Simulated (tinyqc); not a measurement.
Inside a calculation. Method: RKS/B3LYP (VWN-RPA form) in the sto-3g basis, for H3+, spin multiplicity 1. One step of it, computed by the program tinyqc.

Question. Iteration 1: building the Kohn-Sham matrix. J_ij = sum D_kl (ij|kl), K_ij = sum D_kl (ik|jl); F = H + J - 0.1 K + V_xc; E = tr D H + tr D J / 2 - 0.05 tr D K + E_xc + E_nn.

D at the start:
```
          1H 1s     2H 1s     3H 1s
1H 1s  0.564818  0.062694  0.062694
2H 1s  0.062694  0.635940  0.031164
3H 1s  0.062694  0.031164  0.635940
```

core Hamiltonian H = T + V (hartree):
```
           1H 1s      2H 1s      3H 1s
1H 1s  -1.664259  -1.111966  -1.111966
2H 1s  -1.111966  -1.383190  -0.406470
3H 1s  -1.111966  -0.406470  -1.383190
```

Two-electron integrals (ij|kl) in chemists' order, unique and non-zero (hartree):
```
(11|11) 0.774606   (21|11) 0.394080   (21|21) 0.241239   (22|11) 0.536343
(22|21) 0.394080   (22|22) 0.774606   (31|11) 0.394080   (31|21) 0.187104
(31|22) 0.244442   (31|31) 0.241239   (32|11) 0.126079   (32|21) 0.069214
(32|22) 0.103802   (32|31) 0.069214   (32|32) 0.022499   (33|11) 0.536343
(33|21) 0.244442   (33|22) 0.314773   (33|31) 0.394080   (33|32) 0.103802
(33|33) 0.774606
```

nuclear repulsion = 1.59198920 hartree

V_xc (hartree):
```
           1H 1s      2H 1s      3H 1s
1H 1s  -0.356662  -0.198053  -0.198053
2H 1s  -0.198053  -0.336900  -0.061530
3H 1s  -0.198053  -0.061530  -0.336900
```

E_xc = sum of w rho eps_xc = -0.53677312 hartree

Give: Coulomb J; exchange K; Kohn-Sham matrix F; total energy of this density.

Answer.

Coulomb J (hartree):
```
        1H 1s   2H 1s   3H 1s
1H 1s  1.2264  0.6867  0.6867
2H 1s  0.6867  1.0822  0.2220
3H 1s  0.6867  0.2220  1.0822
```

exchange K (hartree):
```
        1H 1s   2H 1s   3H 1s
1H 1s  0.8548  0.5954  0.5954
2H 1s  0.5954  0.7077  0.2875
3H 1s  0.5954  0.2875  0.7077
```

Kohn-Sham matrix F (hartree):
```
         1H 1s    2H 1s    3H 1s
1H 1s  -0.8800  -0.6829  -0.6829
2H 1s  -0.6829  -0.7086  -0.2748
3H 1s  -0.6829  -0.2748  -0.7086
```

total energy of this density = -0.898139 hartree

This density is the starting one; it is not idempotent, so its energy is not variational and may lie below the converged one.
